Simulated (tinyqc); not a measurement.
Sublattice potential against complex hopping: Haldane model. Computed by the program tinyqc. 

Honeycomb lattice:
```
parameter     value
t1 (eV)    2.020000
t2 (eV)    0.200000
phi (rad)  1.770000
```

H_AA = delta - 2 t2 sum cos(k.b + phi), H_BB = -delta - 2 t2 sum cos(k.b - phi), H_AB = -t1 (1 + exp(-i k.a1) + exp(-i k.a2)), b = a1, a2 - a1, -a2, m = 3 sqrt3 t2 sin(phi); the sign of the Chern number follows the orientation k1 then k2.

Gaps at the two valleys (eV) and Chern number of the lower band (12 x 12 mesh):
```
delta   gap 2|delta - m|  gap 2|delta + m|  Chern number
-1.834             5.705             1.631             0
-1.324             4.685             0.611             0
-0.611             3.259             0.815            -1
0.000              2.037             2.037            -1
0.407              1.223             2.851            -1
0.764              0.509             3.565            -1
1.273              0.509             4.583             0
2.037              2.037             6.111             0
```

Here |m| = 1.0187 eV. For |delta| < |m| the two valleys have masses of opposite sign and the Chern number is +/-1; one gap closes at |delta| = |m|, and beyond it the band is trivial.
